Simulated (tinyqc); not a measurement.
Leakage through a gate insulator: direct, Fowler-Nordheim, trap-assisted and Poole-Frenkel currents: one step, computed by the program tinyqc.

Electrons enter from the cathode Fermi level at x = 0; the conduction band of the insulator lies phi_b - e F x above it, F = V/t. WKB exponents use a parabolic band with mass m.

Task: One trap at several depths. For a level a distance phi(x) below the band, the WKB exponent is 2 int kappa dx with kappa = sqrt(m phi/(hbar^2/2m_0)); for a linear barrier from phi_1 down to phi_2 = max(phi_1 - e F d, 0) it is G = (4/3) sqrt(m/(hbar^2/2m_0)) (phi_1^(3/2) - phi_2^(3/2))/(e F). A trap at depth x lies phi_t below the band. Capture: tunnel at the cathode Fermi level from 0 to x (G_in from phi_1 = phi_b), rate nu_0 exp(-G_in - E_c/k_B T) with E_c = E_a + max(phi_b - phi_t - e F x, 0), the last term being the height of the trap above the cathode Fermi level. Emission: tunnel from the trap level to the anode (G_out from phi_1 = phi_t over t - x), rate nu_0 exp(-G_out - E_a/k_B T). Re-emission to the cathode follows from detailed balance, rate_back = rate_in exp(dE/k_B T) with dE = phi_b - phi_t - e F x. Each trap passes R = rate_in rate_out/(rate_in + rate_back + rate_out) electrons per second; filling from the anode is left out. Depths: t times 0.08, 0.2, 0.32, 0.44, 0.56, 0.68, 0.8 and 0.92, rounded to 0.01 nm.

Inputs (values chosen for the exercise, with an insulator like Al2O3):
```
quantity                        value  unit
thickness t                       5.5    nm
barrier phi_b                    2.12    eV
tunnelling mass m                0.37   m_0
voltage across the insulator V    3.9     V
trap depth phi_t                  1.7    eV
attempt rate nu_0               2e+12   1/s
activation of capture E_a        0.24    eV
temperature T                     350     K
```

Constants: k_B = 8.617333262e-05 eV/K; hbar^2/(2 m_0) = 3.80998212 eV angstrom^2.

Give: Rates.

Result:

Rates:
```
x (nm)   G_in  G_out  E_c (eV)  rate in (1/s)  rate back (1/s)  rate out (1/s)  R (1/s)
0.44     3.84  12.99     0.348      4.182e+05        1.502e+07       1.601e+03       43
1.10     9.00  12.99     0.240      8.656e+04        5.669e-01       1.601e+03     1572
1.76    13.32  12.99     0.240      1.154e+03        1.378e-09       1.601e+03      671
2.42    16.58  12.99     0.240      4.399e+01        9.589e-18       1.601e+03       43
3.08    18.09  12.99     0.240      9.769e+00        3.885e-25       1.601e+03       10
3.74    18.09  11.21     0.240      9.769e+00        7.087e-32       9.502e+03       10
4.40    18.09   7.82     0.240      9.769e+00        1.293e-38       2.819e+05       10
5.06    18.09   3.41     0.240      9.769e+00        2.359e-45       2.322e+07       10
```

The most effective of these traps sits at 1.1 nm, 20 % of the way; where rate back exceeds rate out, re-emission drains the trap, and elsewhere the slower forward step limits R.
